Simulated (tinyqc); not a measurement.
Minimum-mode following (dimer method) and harmonic rate on a two-dimensional model surface. From rate k back to height h. Computed by tinyqc, a small Python program. Command: `OMP_NUM_THREADS=1 python tinyqc.py 3014258 3014259 out.jsonl dimer inv`. One thread of a shared host (Intel(R) Xeon(R) Processor @ 2.30GHz), about 0.1 s of CPU time with the checks.

V(x, y) = h u^2 + t x + (kappa/2)(y + c u)^2 with u = x^2/w^2 - 1; the path runs from the minimum near (-w, 0) to that near (w, 0).

Inputs (values chosen for the exercise, for a model surface): half width w = 1.4 angstrom; transverse stiffness kappa = 2.8 eV/angstrom^2; curvature c = 0.27 angstrom; tilt t = -0.029 eV/angstrom; mass M = 162 u; temperature T = 500 K.

Surface: curved double well.

Constants: nu for 1 eV/(angstrom^2 u) = 15.6333042 THz; k_B = 8.617333262e-05 eV/K.

Method:
- Newton steps x(new) = x - H^-1 grad V (moves limited to 0.3 angstrom) from (-w, 0), (w, 0) and (0, c) give the two minima and the saddle.
- Diagonalise the Hessian at the start minimum and at the saddle; nu = 15.6333042 THz x sqrt(|lambda|/M).
- Vineyard prefactor nu* = nu1 nu2 (minimum)/nu2 (saddle); k = nu* exp(-E_b/(k_B T)).

Question. A run gave the result below. Find the height h, known to lie between 0.66 and 1.5 eV.

rate k = 26.00723 1/s

Answer.

Each step takes the trial c = (a f_b - b f_a)/(f_b - f_a), f being the result less the target and a, b, c the logarithms of the listed values; c replaces end b, the old b replaces a if the sign of f changed, and otherwise f_a is halved.

Scan of the range:
```
height h (eV)  rate k (1/s)
0.660           1.12553e+06
0.757           1.27260e+05
0.868           1.03916e+04
0.995           5.85045e+02
1.140           2.16784e+01
1.310           4.50222e-01
1.500           5.86609e-03
```

False position (Illinois rule, in the logarithm of the input) inside the bracket:
```
step    end a    end b    trial  rate k (1/s)
1     0.99500  1.14000  1.13881       22.2741
2     0.99500  1.13881  1.13678       23.3242
3     0.99500  1.13678  1.13394       24.8865
4     0.99500  1.13394  1.13160       26.2459
5     1.13394  1.13160  1.13201       26.0022
6     1.13160  1.13201  1.13200       26.0072
7     1.13160  1.13200  1.13200       26.0073
8     1.13200  1.13200  1.13200       26.0072
```

Rate k falls at every point of a 13-point scan of the range (every second point is shown), so one value fits; it is bracketed by 0.995 and 1.14. Answer: height h = 1.132 eV.
